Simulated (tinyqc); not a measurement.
Worked calculation: one-electron ion in a basis of Gaussians. One step of it, computed by the program tinyqc.

Problem. Generalised eigenproblem. Solve H C = S C e through S^(-1/2); each column has its largest component positive (the first on a tie).

H = T + V (hartree):
```
[[-0.027817, -0.024483, -0.012640, -0.004755],
 [-0.024483, -0.040299, -0.035032, -0.018749],
 [-0.012640, -0.035032, -0.050955, -0.042929],
 [-0.004755, -0.018749, -0.042929, -0.041174]]
```

S:
```
[[1.000000, 0.652474, 0.214402, 0.048185],
 [0.652474, 1.000000, 0.652475, 0.214389],
 [0.214402, 0.652475, 1.000000, 0.652450],
 [0.048185, 0.214389, 0.652450, 1.000000]]
```

Give: eigenvalues of S; eigenvalues; coefficients.

Solution.

eigenvalues of S: [0.1175, 0.4323, 1.1818, 2.2683]

eigenvalues (hartree): [-0.0551, -0.0309, -0.0198, 0.0074]

coefficients:
```
[[-0.0173, 0.2143, 1.3282, 0.5324],
 [0.1563, 0.9563, -1.1499, -1.3039],
 [0.6142, -0.3873, 0.1861, 1.8437],
 [0.3843, -0.3400, 0.2826, -1.3231]]
```

For Z = 1 and l = 2 the exact lowest level is -Z^2/(2 n^2) with n = l + 1: -0.055556 hartree.
